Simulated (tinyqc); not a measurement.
Thermal stress, cracking, delamination and buckling of a thin film; Griffith cracks and misfitting inclusions: one step, computed by the program tinyqc.

Isotropic linear elasticity; the substrate is much thicker than the film; stress is positive in tension.

Question. A misfitting inclusion. Film material fills a long cylinder of radius R in the substrate, with the misfit e = thermal strain (it wants to shrink if e > 0). With the axial strain held by the substrate, s0 = (1 + nu) e/[(1 + nu)(1 - 2 nu)/E + (1 + nu_s)/E_s]; inside s_rr = s_tt = s0 and s_zz = E e + 2 nu s0; outside s_rr = s0 (R/r)^2, s_tt = -s_rr. Keep-out radius: where |s_rr| falls to 10 MPa (R if it is lower at the wall).

Inputs (values chosen for the exercise, modelled on a copper film on silicon):
```
quantity                       value        unit
film Young's modulus E           121         GPa
film Poisson ratio nu           0.34           -
deposition temperature T_d       650           K
final temperature T              300           K
substrate Young's modulus E_s    138         GPa
substrate Poisson ratio nu_s    0.21           -
inclusion radius R              0.11  micrometre
```

Inclusion: long cylinder (a filled via).

thermal strain = 0.00476

Give: radial stress at the wall s0; mean stress inside; keep-out radius.

Answer.

radial stress at the wall s0 = 518.07 MPa

mean stress inside = 654.79 MPa

keep-out radius = 0.79175 micrometre

The stress does not depend on R; its reach scales with R. Hydrostatic tension inside drives voids to form.
